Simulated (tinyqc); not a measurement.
Four-point probe, van der Pauw, Hall and spreading-resistance readings of a semiconductor layer: one step, computed by the program tinyqc.

The layer is uniform and ohmic; contacts are points unless a radius is given.

Task: Resistivity and sheet resistance. rho = 1/(e n mu); R_s = rho/t.

Inputs (values chosen for the exercise, modelled on p-type silicon): carrier density n = 6.4e+16 1/cm^3; drift mobility mu = 236 cm^2/(V s); layer thickness t = 40 micrometre.

Backing of the layer: insulating.

Constants: e = 1.602176634e-19 C.

Give: resistivity rho; sheet resistance R_s.

Result:

resistivity rho = 0.41324 ohm cm

sheet resistance R_s = 103.31 ohm/square
